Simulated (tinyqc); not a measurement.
Minority carriers and saturation current of a heavily doped emitter: two steps of the calculation.

n-type, parabolic bands, full ionisation. eta = (EF - Ec)/kB T solves N = Nc F12(eta), F12(x) = (2/sqrt(pi)) int_0^infinity sqrt(u)/(1 + exp(u - x)) du. The gap shrinks rigidly by dEg = a3 y^(1/3) + a4 y^(1/4) + a2 y^(1/2), y = N/1e18 cm^-3, an empirical law that is here taken as the true narrowing.

Inputs (values chosen for the exercise); band and dielectric values close to those of silicon: temperature T = 300 K; conduction-band density of states at 300 K Nc = 2.76e19 cm^-3; ionised donor density N = 7.5e18 cm^-3; minority-hole mobility mup = 190 cm^2/(V s); Auger coefficient Cn = 2.4e-31 cm^6/s; defect lifetime ts = 1 us; emitter width W = 690 nm; recombination velocity at the contact S = 18000 cm/s.

Constants: q = 1.602176634e-19 C, kB = 1.380649e-23 J/K, Vt = kB T/q. Results are converted to the units shown.

Task 1. Fermi level. Newton step on ln F12(eta) = ln(N/Nc): eta(new) = eta - ln(Nc F12/N) F12/Fm, Fm(x) = dF12/dx = (1/sqrt(pi)) int_0^infinity u^(-1/2)/(1 + exp(u - x)) du.

eta at the start (Boltzmann value) = -1.3029

Find: F12; Fm; eta after iteration 1.

Result 1.

F12 = 0.2489
Fm = 0.2289
eta after iteration 1 = -1.208

Task 2. Saturation current. 1/tau = Cn N^2 + 1/ts, D = mup Vt, L = sqrt(D tau); J0 = (q p0 D/L)(s + tanh(W/L))/(1 + s tanh(W/L)), s = S L/D; the share recombining inside is 1 - 1/[cosh(W/L)(1 + tanh(W/L)/s)].

p0 = 73.529604 cm^-3

Wanted: tau; L; s; J0; share recombining inside.

Result 2.

tau = 68.97 ns
L = 5820 nm
s = 2.133
J0 = 178.8 fA/cm^2
share recombining inside = 5.904 %

The emitter is transparent: most holes reach the contact.

Range of the model: Band tails, non-parabolic bands and incomplete ionisation are left out.

Program tinyqc, `OMP_NUM_THREADS=1 python tinyqc.py 2330086 2330087 out.jsonl`; Intel Xeon 2.30GHz, shared host, one thread, about 0.01 s.
